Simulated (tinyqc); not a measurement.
Changing the thickness d_2: longitudinal sound in a periodic multilayer: transfer matrices, stop bands and folded phonons. Computed by tinyqc, a small Python program. Command: `OMP_NUM_THREADS=1 python tinyqc.py 3025020 3025021 out.jsonl multilayer sweep`. One thread of a shared host (Intel(R) Xeon(R) Processor @ 2.30GHz), about 0.01 s of CPU time with the checks.

Layers 1 and 2 repeat with period d = d_1 + d_2; waves travel normal to the layers, without loss. State vector (u, s): displacement u and stress divided by omega. Impedances Z = rho v are in 1e6 kg/(m^2 s).

Inputs (values chosen for the exercise, modelled on gallium nitride (layer 1), aluminium nitride (layer 2) and silicon (substrate)):
```
quantity            value    unit
density rho_1        6.21  g/cm^3
velocity v_1         8020     m/s
thickness d_1         329      nm
density rho_2        3.27  g/cm^3
velocity v_2        11100     m/s
substrate density    2.29  g/cm^3
substrate velocity   8570     m/s
periods N               5       -
```

Method:
- Z = rho v; interface reflection r = (Z_2 - Z_1)/(Z_2 + Z_1) (stress amplitude, from 1 into 2); Bragg frequency f_B = 1/[2 (d_1/v_1 + d_2/v_2)]; long-wave velocity v_eff = d/sqrt[(d_1/v_1)^2 + (d_2/v_2)^2 + (Z_1/Z_2 + Z_2/Z_1)(d_1/v_1)(d_2/v_2)].
- A layer maps (u, s) by [[cos p, sin p/Z], [-Z sin p, cos p]], p = 2 pi f d_i/v_i; one period is M = M_2 M_1, and cos(q d) = trace(M)/2.
- For N periods A = M^N. A wave comes from a thick layer of material 1 and leaves into the substrate (Z_s): transmitted power T = 4 Z_1 Z_s/|Z_1 A_22 + Z_s A_11 - i (Z_1 Z_s A_12 - A_21)|^2, reflected power R = 1 - T.
- Gap m contains m f_B; its edges, where trace(M)/2 = (-1)^m, are found by root search. Weak-contrast estimate of the width: (4 f_B/pi) |r sin(m pi a)|, a = (d_1/v_1)/(d_1/v_1 + d_2/v_2).

One run for each value:
```
thickness d_2 (nm)  width/f_B (%)  Bragg frequency f_B (GHz)  transmitted power at f_B  long-wave velocity v_eff (m/s)
75.9                        8.753                     10.447                   0.64570                            8408
119.0                      12.167                      9.663                   0.53820                            8587
186.0                      15.828                      8.654                   0.43509                            8822
291.0                      18.852                      7.436                   0.36984                            9112
455.0                      20.057                      6.097                   0.34998                            9441
713.0                      18.849                      4.750                   0.36990                            9783
1120.0                     15.791                      3.523                   0.43601                           10105
1750.0                     12.132                      2.517                   0.53929                           10379
2730.0                      8.757                      1.742                   0.64555                           10594
```

Over the rows, width/f_B (%) goes from 8.75 through a maximum among these rows, 20.1 at 455, to 8.76; Bragg frequency f_B (GHz) falls from 10.4 to 1.74 (exponent d ln y / d ln x -0.17 between the first rows and -0.83 between the last); transmitted power at f_B goes from 0.646 through a minimum among these rows, 0.350 at 455, to 0.646. The relative width is largest when both layers have equal transit times, at d_2 = 455 nm.

Extremes, crossings and ranges named in words are read from the listed rows.
